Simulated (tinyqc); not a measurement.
Atomic layer deposition: Langmuir saturation, growth per cycle and coating of deep features: one step, computed by the program tinyqc.

Precursor A sticks only on free sites, so a long enough pulse saturates; co-reactant B then frees the sites again.

Task: Exposure for a deep feature. Diffusion-limited filling (Gordon) of a round hole of diameter w: a saturation front at depth z needs dz/dt = D_K n/(z (4q/w)), with Knudsen D_K = w c/3 and F = n c/4; including the entrance and floor terms, t = (q/F)(1 + 19a/4 + 3a^2/2). Reaction-limited filling needs ln(100)/k_a at any depth, k_a = beta F/q. Flow is molecular. The front picture holds when the modulus a sqrt(beta) is well above 1. Depth reached by the given pulse: solve the same formula for a. Exposure = p x diffusion-limited time; 1 langmuir = 1.33322e-4 Pa s.

Inputs (values chosen for the exercise, modelled on silicon dioxide from an aminosilane and ozone):
```
quantity                                 value    unit
site density q                             2.4  1/nm^2
sticking probability beta on free sites  0.015       -
precursor pressure p                      0.54      Pa
temperature T                              150       C
pulse time t                               0.2       s
aspect ratio a                              13       -
```

Feature: round hole.

flux F = 5243.434 1/(nm^2 s)

Give: diffusion-limited time; exposure; modulus; aspect ratio reached by the front in time t.

Result:

diffusion-limited time = 0.14475 s

exposure = 586.30 langmuir

modulus = 1.5922

aspect ratio reached by the front in time t = 15.538

Caution: the modulus is not well above 1 or the Gordon time is under three times ln(100)/k_a, so there is no sharp front: the Gordon time is only a lower bound and the reaction time must be met as well. Caution: the depth reached is formal here: it is under 2/sqrt(beta), so no sharp front has formed.
